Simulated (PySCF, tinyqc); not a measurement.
Worked calculation: FCI on RHF in the sto-3g basis, for H4, spin multiplicity 1. The lowest restricted solution is unstable here: a spin-polarised one lies 0.0433 hartree lower (PySCF). Computed by tinyqc, a small Python program that keeps every step (integrals from PySCF). Settings: charge = 0, multiplicity = 1, basis = sto-3g, method = RHF, energy threshold = 1e-10, iteration cap = 53, orthogonalisation = symmetric, start = core, DIIS depth = 6, ci = FCI, davidson = 1. Command: `OMP_NUM_THREADS=1 python tinyqc.py 21913 21914 out.jsonl` (the two numbers bound the seeds that draw the settings). One thread of a shared host (Intel(R) Xeon(R) Processor @ 2.60GHz), about 0.07 s of CPU time with the checks. The early iterations of the SCF are left out here.

## One-electron integrals

Geometry (angstrom):
```
atom        x        y        z
H     0.00000  0.00000  0.00000
H     0.00000  0.00000  1.35800
H     0.00000  2.40700  0.00000
H     0.00000  2.40700  1.35800
```

Basis sto-3g: exponents (1/bohr^2) and contraction coefficients of normalised primitives:
```
element  l (shell)  exponent  coefficient
H            s (1)   3.42525      0.15433
H            s (1)   0.62391      0.53533
H            s (1)   0.16886      0.44463
```

Overlap, kinetic and nuclear-attraction integrals over the contracted functions; the nuclear repulsion is the sum of Za Zb / Rab.

nuclear repulsion = 1.6020004 hartree

overlap S, order 1H 1s, 2H 1s, 3H 1s, 4H 1s:
```
[[1.00000, 0.31336, 0.05884, 0.02970],
 [0.31336, 1.00000, 0.02970, 0.05884],
 [0.05884, 0.02970, 1.00000, 0.31336],
 [0.02970, 0.05884, 0.31336, 1.00000]]
```

kinetic energy T (hartree), order 1H 1s, 2H 1s, 3H 1s, 4H 1s:
```
[[0.76003, 0.02509, -0.01114, -0.00868],
 [0.02509, 0.76003, -0.00868, -0.01114],
 [-0.01114, -0.00868, 0.76003, 0.02509],
 [-0.00868, -0.01114, 0.02509, 0.76003]]
```

nuclear attraction V (hartree), order 1H 1s, 2H 1s, 3H 1s, 4H 1s:
```
[[-2.02474, -0.56088, -0.09072, -0.04688],
 [-0.56088, -2.02474, -0.04688, -0.09072],
 [-0.09072, -0.04688, -2.02474, -0.56088],
 [-0.04688, -0.09072, -0.56088, -2.02474]]
```

core Hamiltonian H = T + V (hartree), order 1H 1s, 2H 1s, 3H 1s, 4H 1s:
```
[[-1.26471, -0.53580, -0.10185, -0.05556],
 [-0.53580, -1.26471, -0.05556, -0.10185],
 [-0.10185, -0.05556, -1.26471, -0.53580],
 [-0.05556, -0.10185, -0.53580, -1.26471]]
```

## Two-electron integrals

Functions are numbered as in S; the eight-fold symmetry (ij|kl) = (ji|kl) = (kl|ij) leaves the list below.

Two-electron integrals (ij|kl) in chemists' order, unique and non-zero (hartree):
```
(11|11) 0.77461   (21|11) 0.17509   (21|21) 0.05757   (22|11) 0.37735
(22|21) 0.17509   (22|22) 0.77461   (31|11) 0.02478   (31|21) 0.00665
(31|22) 0.01697   (31|31) 0.00169   (32|11) 0.01047   (32|21) 0.00358
(32|22) 0.01136   (32|31) 0.00075   (32|32) 0.00041   (33|11) 0.21970
(33|21) 0.06589   (33|22) 0.19145   (33|31) 0.02478   (33|32) 0.01136
(33|33) 0.77461   (41|11) 0.01136   (41|21) 0.00358   (41|22) 0.01047
(41|31) 0.00075   (41|32) 0.00041   (41|33) 0.01047   (41|41) 0.00041
(42|11) 0.01697   (42|21) 0.00665   (42|22) 0.02478   (42|31) 0.00115
(42|32) 0.00075   (42|33) 0.01697   (42|41) 0.00075   (42|42) 0.00169
(43|11) 0.06589   (43|21) 0.02124   (43|22) 0.06589   (43|31) 0.00665
(43|32) 0.00358   (43|33) 0.17509   (43|41) 0.00358   (43|42) 0.00665
(43|43) 0.05757   (44|11) 0.19145   (44|21) 0.06589   (44|22) 0.21970
(44|31) 0.01697   (44|32) 0.01047   (44|33) 0.37735   (44|41) 0.01136
(44|42) 0.02478   (44|43) 0.17509   (44|44) 0.77461
```

## Orthogonalisation

S = U s U^T; symmetric (Loewdin) form X = U s^(-1/2) U^T, so that X^T S X = 1.

eigenvalues of S: [0.65750, 0.71578, 1.22483, 1.40189]

X, order 1H 1s, 2H 1s, 3H 1s, 4H 1s:
```
[[1.04085, -0.16677, -0.02756, -0.00193],
 [-0.16677, 1.04085, -0.00193, -0.02756],
 [-0.02756, -0.00193, 1.04085, -0.16677],
 [-0.00193, -0.02756, -0.16677, 1.04085]]
```

## Iteration 2 (converged): orbitals

converged F (hartree), order 1H 1s, 2H 1s, 3H 1s, 4H 1s:
```
[[-0.15821, -0.34819, -0.04316, -0.03198],
 [-0.34819, -0.15821, -0.03198, -0.04316],
 [-0.04316, -0.03198, -0.15821, -0.34819],
 [-0.03198, -0.04316, -0.34819, -0.15821]]
```

Diagonalise F' = X^T F X, C = X C', fill 2 alpha and 2 beta electrons from the bottom; D = 2 C_occ C_occ^T. Each column has its largest component positive (the first on a tie).

F' = X^T F X (hartree):
```
[[-0.05279, -0.33067, -0.02972, -0.00165],
 [-0.33067, -0.05279, -0.00165, -0.02972],
 [-0.02972, -0.00165, -0.05279, -0.33067],
 [-0.00165, -0.02972, -0.33067, -0.05279]]
```

orbital energies (hartree): [-0.41483, -0.35209, 0.24980, 0.30595]

coefficients C, order 1H 1s, 2H 1s, 3H 1s, 4H 1s:
```
[[0.42229, 0.45179, 0.59099, 0.61663],
 [0.42229, 0.45179, -0.59099, -0.61663],
 [0.42229, -0.45179, 0.59099, -0.61663],
 [0.42229, -0.45179, -0.59099, 0.61663]]
```

D after iteration 2, order 1H 1s, 2H 1s, 3H 1s, 4H 1s:
```
[[0.76488, 0.76488, -0.05156, -0.05156],
 [0.76488, 0.76488, -0.05156, -0.05156],
 [-0.05156, -0.05156, 0.76488, 0.76488],
 [-0.05156, -0.05156, 0.76488, 0.76488]]
```

## Convergence

Stop when the energy changes by less than 1e-10 hartree and every element of the error matrix X^T (F D S - S D F) X is below 3e-06.

Course of the cycle:
```
iteration  E (hartree)    change  largest element of the error matrix
1           -1.9030373         -                             4.61e-15
2           -1.9030373  8.88e-16                             1.15e-15
```

PySCF RHF in the same basis = -1.9030373 hartree

Converged in 2 iterations.

## Integrals over molecular orbitals

(pq|rs) = sum C_ip C_jq C_kr C_ls (ij|kl), one index at a time.

one-electron integrals over orbitals h = C^T H C (hartree):
```
[[-1.39663, 0.00000, 0.00000, 0.00000],
 [0.00000, -1.34149, 0.00000, 0.00000],
 [0.00000, 0.00000, -1.08301, 0.00000],
 [0.00000, 0.00000, 0.00000, -1.03820]]
```

Two-electron integrals over orbitals (pq|rs), unique and non-zero (hartree):
```
(11|11) 0.38597   (21|21) 0.18204   (22|11) 0.38893   (22|22) 0.39356
(31|31) 0.11407   (32|32) 0.10421   (33|11) 0.38563   (33|22) 0.38991
(33|33) 0.39682   (41|32) 0.10262   (41|41) 0.10106   (42|31) 0.11803
(42|42) 0.12272   (43|21) 0.18581   (43|43) 0.20010   (44|11) 0.38936
(44|22) 0.39461   (44|33) 0.40134   (44|44) 0.40655
```

## FCI: determinants and Hamiltonian

Hartree-Fock energy = -1.9030373 hartree

Slater-Condon rules over spin orbitals, with the nuclear repulsion added and E(HF) subtracted on the diagonal. Only determinants linked to the reference directly or through others are kept (one block of an abelian symmetry group), so some states are absent.

Occupation strings over the orbitals (2 doubly, a alpha, b beta, 0 empty; spin orbitals ordered 1a 1b 2a 2b ...): 2200 aabb 2020 abab 2002 abba baab 0220 baba 0202 bbaa 0022

H - E(HF) between determinants (hartree), order 2200, aabb, 2020, abab, 2002, abba, baab, 0220, baba, 0202, bbaa, 0022:
```
[[0.00000, -0.01542, 0.10421, -0.10262, 0.12272, 0.11803, 0.11803, 0.11407, -0.10262, 0.10106, -0.01542, 0.00000],
 [-0.01542, 0.61335, 0.10262, -0.10421, -0.11803, -0.12272, -0.11407, -0.11803, -0.10106, 0.10262, 0.00000, -0.01542],
 [0.10421, 0.10262, 0.64294, 0.08319, 0.20010, -0.18581, -0.18581, 0.18204, 0.08319, 0.00000, 0.10262, 0.10106],
 [-0.10262, -0.10421, 0.08319, 0.75870, 0.18581, -0.20010, -0.18204, 0.18581, 0.00000, 0.08319, -0.10106, -0.10262],
 [0.12272, -0.11803, 0.20010, 0.18581, 0.78322, -0.06778, -0.06778, 0.00000, 0.18581, 0.18204, -0.11803, 0.11407],
 [0.11803, -0.12272, -0.18581, -0.20010, -0.06778, 0.79022, 0.00000, -0.06778, -0.18204, -0.18581, -0.11407, 0.11803],
 [0.11803, -0.11407, -0.18581, -0.18204, -0.06778, 0.00000, 0.79022, -0.06778, -0.20010, -0.18581, -0.12272, 0.11803],
 [0.11407, -0.11803, 0.18204, 0.18581, 0.00000, -0.06778, -0.06778, 0.79765, 0.18581, 0.20010, -0.11803, 0.12272],
 [-0.10262, -0.10106, 0.08319, 0.00000, 0.18581, -0.18204, -0.20010, 0.18581, 0.75870, 0.08319, -0.10421, -0.10262],
 [0.10106, 0.10262, 0.00000, 0.08319, 0.18204, -0.18581, -0.18581, 0.20010, 0.08319, 0.87877, 0.10262, 0.10421],
 [-0.01542, 0.00000, 0.10262, -0.10106, -0.11803, -0.11407, -0.12272, -0.11803, -0.10421, 0.10262, 0.61335, -0.01542],
 [0.00000, -0.01542, 0.10106, -0.10262, 0.11407, 0.11803, 0.11803, 0.12272, -0.10262, 0.10421, -0.01542, 1.27112]]
```

## FCI: roots

Diagonalise (each vector has its largest component positive (the first on a tie)); all determinants have Ms = 0, so triplets appear too. The lowest singlet root is the correlation energy.

lowest roots of this matrix, relative to E(HF) (hartree): [-0.13946, 0.16383, 0.17130, 0.61282, 0.61479, 0.75079, 0.76690, 0.79867]

lowest vectors, order 2200, aabb, 2020, abab, 2002, abba, baab, 0220, baba, 0202, bbaa, 0022:
```
[[0.90946, 0.01225, 0.00000, 0.00000],
 [0.00644, -0.28334, 0.40825, 0.70589],
 [-0.16304, 0.52168, 0.00000, 0.00000],
 [0.13956, 0.14070, 0.40825, 0.01977],
 [-0.14846, -0.43454, 0.00000, 0.00000],
 [-0.14600, 0.14264, 0.40825, 0.03644],
 [-0.14600, 0.14264, 0.40825, -0.03644],
 [-0.13938, -0.41955, 0.00000, 0.00000],
 [0.13956, 0.14070, 0.40825, -0.01977],
 [-0.12290, 0.34928, 0.00000, 0.00000],
 [0.00644, -0.28334, 0.40825, -0.70589],
 [0.08977, -0.00144, 0.00000, 0.00000]]
```

<S^2> of these roots: [0.00000, 0.00000, 6.00000, 2.00000, 0.00000, 2.00000, 0.00000, 2.00000]

weight of the ground state by excitation level 0, 1, 2, ...: [0.82712, 0.00000, 0.16482, 0.00000, 0.00806]

The reference has a weight of only 0.83: one determinant is a poor start here.

## The lowest root by the Davidson method

Start from the reference; add the residual divided by (theta - H_ii), orthogonalised, at each step.

Davidson iterations:
```
iteration  subspace  lowest Ritz value (hartree)  residual norm
1                 1                            0       3.14e-01
2                 2                   -0.1279017       1.22e-01
3                 3                   -0.1392934       1.42e-02
4                 4                   -0.1394589       1.46e-03
5                 5                   -0.1394609       9.33e-04
6                 6                   -0.1394625       2.82e-04
7                 7                   -0.1394625       1.19e-05
8                 8                   -0.1394625       4.10e-06
9                 9                   -0.1394625       1.81e-16
```
